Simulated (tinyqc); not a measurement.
Finnis-Sinclair potential for a bcc metal: fit to cohesion and elasticity, then vacancy, surfaces and structure: one step, computed by the program tinyqc. Command: `OMP_NUM_THREADS=1 python tinyqc.py 3110988 3110989 out.jsonl fsfit walk`. One thread of a shared host (Intel(R) Xeon(R) Processor @ 2.30GHz), about 0.01 s of CPU time with the checks.

E = (1/2) sum V(r) - A sqrt(rho), rho = sum phi(r), phi = (r - d)^2 for r < d, V = (r - c)^2 (c0 + c1 r + c2 r^2) for r < c. In bcc the 8 first neighbours lie at sqrt(3) a/2 and the 6 second at a; both cut-offs lie below the third shell; Omega = a^3/2; E is per atom and z the number of atoms in a shell. The four constants A, c0, c1, c2 are fitted to E_c, zero pressure, B and C12 - C44 alone, so C44 and C11 - C12 are not matched singly; defects are unrelaxed.

Question. Unrelaxed vacancy. E_v = -A sum_shells z [sqrt(rho - phi(r)) - sqrt(rho)] - (1/2) sum z V(r): the neighbours lose one bond each, and the atom is put back in the bulk.

Inputs (values chosen for the exercise, modelled on molybdenum): lattice constant a = 3.147 angstrom; cohesive energy E_c = 6.91 eV; density cut-off d/a = 1.316; pair cut-off c/a = 1.025.

c0, c1, c2 (eV/angstrom^2, eV/angstrom^3, eV/angstrom^4): [18.48867, -11.64023, 1.95644]

A = 1.755797 eV/angstrom

rho = 21.97564 angstrom^2

Give: V at the two shells; phi at the two shells; vacancy energy E_v; E_v/E_c.

Answer.

V at the two shells (eV): [0.3245, 0.0076]

phi at the two shells (angstrom^2): [2.005, 0.989]

vacancy energy E_v = 2.879 eV

E_v/E_c = 0.4167

A pair potential would give E_v = E_c; the square root lowers the ratio to 0.42.
